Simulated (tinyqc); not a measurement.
Permittivity and interface capacitance from two thicknesses.

Problem. 1/C = t/(eps0 ek) + 2/ci for planar capacitors that differ only in thickness. Find ek, ci and the EOT of the interfaces, 2 x 3.9 eps0/ci.

Constants: eps0 = 8.8541878128e-14 F/cm where lengths are in cm. Results are converted to the units shown.

C at t = 5.6 and 17 nm (uF/cm^2): 11.236318  3.7580082

Solution. 1/C is a straight line in t: the slope gives ek and the intercept 2/ci. A single thickness would give only the effective permittivity; when the interfaces are a small part of 1/C, ci needs very accurate data.

ek = 72.7
ci = 1.00e3 uF/cm^2
EOT of the interfaces = 0.00691 nm

Program tinyqc, `OMP_NUM_THREADS=1 python tinyqc.py 2102111 2102112 out.jsonl`; Intel Xeon 2.30GHz, shared host, one thread, about 0.01 s.
